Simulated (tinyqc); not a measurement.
Gap voltage and exponent from three temperatures.

Question. At constant current VBE(T) = Vg0 - a T - eta (kB T/q) ln T, where a is a constant. Find Vg0, eta and dVBE/dT at the middle temperature.

Constants: q = 1.602176634e-19 C, kB = 1.380649e-23 J/K. Results are converted to the units shown.

T (K): [300, 330, 390]
VBE at a constant current (V): [0.6050172918, 0.5363458862, 0.3968066931]

Answer. The relation is linear in Vg0, a and eta, so three points give a linear system; the slope is (VBE - Vg0 - eta kB T/q)/T. eta rests on the curvature of VBE(T) alone, so real fits need accuracy of some tens of microvolts or better.

Vg0 = 1.205 V
eta = 3.200
dVBE/dT = -2.302 mV/K

Computed by the program tinyqc: `OMP_NUM_THREADS=1 python tinyqc.py 2062016 2062017 out.jsonl`, one thread of a shared Intel Xeon 2.30GHz, about 0.02 s for the whole run.
